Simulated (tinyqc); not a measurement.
A barrier in a uniform field, exact transmission by Airy functions: one step of the calculation.

The left lead has its band edge at 0, the barrier edge falls as U(x) = U0 - F x with F = V/d for 0 < x < d, and the right lead has its edge at -V. No transverse momentum; C = hbar^2/(2 m0); psi and psi'/m are continuous. M carries (psi, psi'/m) across the barrier.

Problem. Scaled variables. Energy scale e = (C F^2/m1)^(1/3), z(x) = (U(x) - E)/e, s = (dz/dx)/m1 = -F/(e m1); v = k/m in a lead. vL = sqrt(mL E/C)/mL, vR = sqrt(mR (E + V)/C)/mR.

Parameters, values chosen for the exercise; U0 - E and the mass are of the order of those of zirconium oxide on silicon:
- mL = 0.83 m0 (mass in the left lead)
- U0 = 2.19 eV (barrier edge at x = 0)
- m1 = 0.26 m0 (mass in the barrier)
- E = 0.75 eV (electron energy)
- d = 2.8 nm (barrier width)
- V = 1 V (voltage across the barrier)
- mR = 0.83 m0 (mass in the right lead)

Constants: q = 1.602176634e-19 C, hbar = 1.054571817e-34 J s, m0 = 9.1093837015e-31 kg, hbar^2/(2 m0) = 0.0380998212 eV nm^2. Results are converted to the units shown.

Wanted: F; e; z1; z2; s; vL; vR.

Solution.

F = 0.3571 V/nm
e = 0.2654 eV
z1 = 5.426
z2 = 1.658
s = -5.176 1/nm
vL = 4.870 1/nm
vR = 7.439 1/nm

Both z are positive: the whole barrier is forbidden.

Range of the model: Masses are held fixed, although real bands cease to be parabolic a few tenths of an eV from their edges.

tinyqc, about 0.01 s, one thread, Intel Xeon 2.30GHz (shared host): `OMP_NUM_THREADS=1 python tinyqc.py 2580008 2580009 out.jsonl`
